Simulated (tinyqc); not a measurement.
# Thin-film transistor with exponential tail and deep states, accumulation layer: two studies

An undoped film in accumulation, thicker than the space-charge layer. With band bending psi the Fermi level lies E0 - psi below the band edge. Free electrons n = n0 exp(psi/Vt) carry the current; electrons in two exponential distributions of traps, a = a0 exp(psi/Va) and d = d0 exp(psi/Vp), do not. Linear regime, ohmic contacts, traps in equilibrium.

Parameters, values chosen for the exercise; values close to those of an organic semiconductor:
```
symbol   value        unit                                        meaning
T          250           K                                    temperature
eps_r      3.2                 relative permittivity of the semiconductor
Nc      9.4e19       cm^-3                     density of extended states
mb         3.4  cm^2/(V s)                                  band mobility
Nt      1.2e20       cm^-3                   total density of tail states
Tt         470           K         characteristic temperature of the tail
Nd      2.6e17       cm^-3                   total density of deep states
Td        1130           K  characteristic temperature of the deep states
E0        0.48          eV           bulk Fermi level below the band edge
Ci          17     nF/cm^2                               gate capacitance
WL           5                                                  ratio W/L
Vd         0.1           V                                  drain voltage
Vg          11           V                   gate voltage above flat band
```

Constants: q = 1.602176634e-19 C, kB = 1.380649e-23 J/K, Vt = kB T/q, eps0 = 8.8541878128e-14 F/cm where lengths are in cm. Results are converted to the units shown.

Each table varies one quantity; the others keep the values above.

## Effect of the total density of tail states

Va = kB Tt/q, Vp = kB Td/q; n0 = Nc exp(-E0/Vt), a0 = Nt th(T/Tt) exp(-E0/Va), d0 = Nd th(T/Td) exp(-E0/Vp), th(x) = pi x/sin(pi x). G(psi) = sum over the three kinds of c0 [V (exp(psi/V) - 1) - psi], field F = sqrt(2 q G/(eps0 eps_r)); Vg = psi + eps0 eps_r F/Ci at the surface. Total charge Q = Ci (Vg - psi_s); free charge Qf = q times the integral of n0 (exp(psi/Vt) - 1)/F over psi from 0 to psi_s; I = (W/L) mb Qf Vd; effective mobility mb Qf/Q.

Effect of the total density of tail states:
```
Nt (cm^-3)  E0 - psi_s (eV)  Q (nC/cm^2)  free share (%)  effective mobility (cm^2/(V s))  I (nA)
4e18                0.04509        179.6           55.94                            1.902   170.8
9.2e18              0.05309        179.7           36.21                            1.231   110.6
2.1e19              0.06879        180.0           16.45                           0.5594   50.35
4.9e19              0.09439        180.4           4.841                           0.1646   14.85
1.1e20               0.1243        181.0           1.195                          0.04063   3.676
2.6e20               0.1579        181.5          0.2488                         0.008460  0.7679
6e20                 0.1911        182.1         0.05315                         0.001807  0.1645
```

As Nt goes from 4e18 to 6e20 cm^-3, the free share falls from 55.9 to 0.0532 %, the distance of the Fermi level from the edge rises from 0.0451 to 0.191 eV and the current falls from 171 to 0.165 nA. Q varies by only 1.4 %: the gate sets the charge, the traps decide how much of it moves. For Nt = 4e18 to 2.1e19 cm^-3 the th form, which assumes a Fermi level far below the edge, overcounts the filled tail at the surface by more than 15 %.

## Transfer curve

Same model as above.

The last column is d ln I/d ln Vg.

Transfer curve:
```
Vg (V)  E0 - psi_s (eV)  Q (nC/cm^2)  free share (%)  effective mobility (cm^2/(V s))    I (nA)  exponent
0.44             0.3948        6.031        0.004034                         1.371e-4  4.136e-4     2.018
0.72             0.3596        10.19        0.007217                         2.454e-4  0.001251     2.473
1.2              0.3177        17.64         0.01628                         5.535e-4  0.004882     2.825
1.9              0.2779        28.86         0.03781                         0.001285   0.01855     2.959
3.1              0.2352        48.54         0.09635                         0.003276   0.07950     2.971
5.1              0.1922        81.81          0.2483                         0.008442    0.3453     2.924
8.3              0.1510        135.5          0.6134                          0.02085     1.413     2.861
13               0.1139        214.8           1.376                          0.04679     5.024     2.791
22              0.07144        367.1           3.399                           0.1156     21.21     2.676
```

Read the table: what changes, and by how much?

The current rises from 4.14e-4 to 21.2 nA and the free share rises from 0.00403 to 3.40 %; the exponent goes from 2.02 through a maximum of 2.97 (at Vg = 3.1 V among the rows listed) to 2.68. If one kind of trap held all the charge, I would go as Q^(2 Tx/T - 1): 8.04 for the deep states, 2.76 for the tail and 1 for free electrons alone. At Vg = 22 V the th form, which assumes a Fermi level far below the edge, overcounts the filled tail at the surface by more than 15 %.

tinyqc, about 0.02 s, one thread, Intel Xeon 2.30GHz (shared host): `OMP_NUM_THREADS=1 python tinyqc.py 2610020 2610021 out.jsonl`
